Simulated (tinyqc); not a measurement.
Comparisons within one model: carbon nanotube by zone folding. A value that a table varies takes the place of the one given here.

Circumference C = n a1 + m a2, a = sqrt3 acc; d = a sqrt(n^2 + nm + m^2)/pi; tan(theta) = sqrt3 m/(2n + m); dR = gcd(2n + m, 2m + n); T = t1 a1 + t2 a2 with t1 = (2m + n)/dR, t2 = -(2n + m)/dR, |T| = sqrt3 pi d/dR; N = 2 (n^2 + nm + m^2)/dR hexagons a cell. On cutting line mu = 0 to N - 1 at x = k|T|/(2 pi) the phases are p1 = 2 pi (-t2 mu + m x)/N, p2 = 2 pi (t1 mu - n x)/N, and E = -/+ t |1 + exp(i p1) + exp(i p2)|.

Inputs chosen for the exercise (near those used for carbon; the results hold for these values, not for the real material): t = 2.91 eV (hopping); acc = 1.44 angstrom (bond length); tubes = ((10, 6), (7, 6), (14, 9), (11, 4), (10, 2), (7, 3), (11, 7)) (pairs (n, m)); n = 10 (chiral index); m = 9 (chiral index).

## Semiconducting tubes compared

E11 and E22 are twice the two lowest band edges; the cone gives E11 d = 2 t acc and E22/E11 = 2.

Tubes:

| (n,m) | d (angstrom) | theta (deg) | (n - m) mod 3 | E11 (eV) | E22 (eV) | E11 d/(2 t acc) | E22/E11 |
|---|---|---|---|---|---|---|---|
| (10,6) | 11.11 | 21.8 | 1 | 0.7454 | 1.5192 | 0.989 | 2.038 |
| (7,6) | 8.95 | 27.5 | 1 | 0.9294 | 1.8541 | 0.992 | 1.995 |
| (14,9) | 15.94 | 22.8 | 2 | 0.5281 | 1.0351 | 1.004 | 1.960 |
| (11,4) | 10.68 | 14.9 | 1 | 0.7706 | 1.6052 | 0.982 | 2.083 |
| (10,2) | 8.84 | 8.9 | 2 | 0.9689 | 1.7896 | 1.022 | 1.847 |
| (7,3) | 7.06 | 17.0 | 1 | 1.1566 | 2.4196 | 0.974 | 2.092 |
| (11,7) | 12.48 | 22.7 | 1 | 0.6655 | 1.3512 | 0.991 | 2.030 |

E11 follows 1/d first. For mod 1 the scaled E11 lies below one (0.974 to 0.992) and E22/E11 on both sides of two (1.995 to 2.092). For mod 2 the scaled E11 lies above one (1.004 to 1.022) and E22/E11 below two (1.847 to 1.960). The largest departure of the scaled E11 is that of (7,3); warping acts as cos(3 theta)/d, most for thin tubes near zigzag. Below about 8 angstrom curvature, left out of zone folding, changes the gaps further.

## Neighbouring tubes

Diameter, chiral angle and twice the lowest band edge. Each row changes one parameter from the base and keeps the others.

Results:

| case | d (angstrom) | theta (deg) | gap (eV) |
|---|---|---|---|
| base | 13.069 | 28.26 | 0.6389 |
| n = 11 | 13.774 | 26.70 | 0.6092 |
| m = 10 | 13.751 | 30.00 | 0.0000 |
| t = 3.056 eV | 13.069 | 28.26 | 0.6710 |
| acc = 1.46 angstrom | 13.251 | 28.26 | 0.6389 |

The largest shifts from the base row, up to three for each result and ties (the steps differ in size, so this ranks the rows, not the parameters). d (angstrom): n +0.704, m +0.682, acc +0.182; unchanged at the printed digits by t. theta (deg): m +1.74, n -1.56; unchanged at the printed digits by t and acc. gap (eV): m -0.6389, t +0.0321, n -0.0297; unchanged at the printed digits by acc. In zone folding the gap does not depend on acc at fixed (n, m); a step in n or m changes (n - m) mod 3 and closes the gap where that becomes zero.

Run: tinyqc, `OMP_NUM_THREADS=1 python tinyqc.py 1452367 1452368 out.jsonl`; Intel(R) Xeon(R) Processor @ 2.30GHz, one thread, shared host; about 0.05 s of CPU time with all checks.
